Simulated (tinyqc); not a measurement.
From results back to parameters: Wannier exciton and Elliott formula. Five cases, with inputs chosen for the exercise.

Problem. Bulk exciton lines lie at Eg - Ry*/n^2 with Ry* = Ry mu/eps^2. Lines n = 1 and 2 were computed from hidden Eg and mu.

Constants: Ry = 13.60569312 eV; a0 (Bohr radius) = 0.5291772105 angstrom.

Case 1.

Values chosen (out of a larger set: near those of Ge at its direct gap; not measured data): eps = 15.8 (dielectric constant).

lines (eV): 0.910443  0.911611

Case 2.

Values chosen (out of a larger set: near those of GaAs; not measured data): eps = 12.9 (dielectric constant).

lines (eV): 1.527205  1.530051

Case 3.

Values chosen (out of a larger set: near those of Ge at its direct gap; not measured data): eps = 16 (dielectric constant).

lines (eV): 0.878528  0.879632

Case 4.

Values chosen (out of a larger set: near those of Ge at its direct gap; not measured data): eps = 15.7 (dielectric constant).

lines (eV): 0.902448  0.903612

Case 5.

Values chosen (out of a larger set: near those of ZnSe; not measured data): eps = 8.8 (dielectric constant).

lines (eV): 2.774404  2.789101

Find: Ry*; Eg; mu; a* = a0 eps/mu.

Solution. The spacing is Ry* (1/1 - 1/4).

Case 1.

Ry* = 1.56 meV
Eg = 0.9120 eV
mu = 0.029 m0
a* = a0 eps/mu = 293 angstrom

Case 2.

Ry* = 3.80 meV
Eg = 1.5310 eV
mu = 0.046 m0
a* = a0 eps/mu = 147 angstrom

Case 3.

Ry* = 1.47 meV
Eg = 0.8800 eV
mu = 0.028 m0
a* = a0 eps/mu = 306 angstrom

Case 4.

Ry* = 1.55 meV
Eg = 0.9040 eV
mu = 0.028 m0
a* = a0 eps/mu = 296 angstrom

Case 5.

Ry* = 19.60 meV
Eg = 2.7940 eV
mu = 0.112 m0
a* = a0 eps/mu = 42 angstrom

Computed by tinyqc, one run a case: `OMP_NUM_THREADS=1 python tinyqc.py N N+1 out.jsonl` with N = 1282106, 1282139, 1282387, 1282402, 1282469; one thread of a shared Intel(R) Xeon(R) Processor @ 2.30GHz, about 0.04 s a run at most.
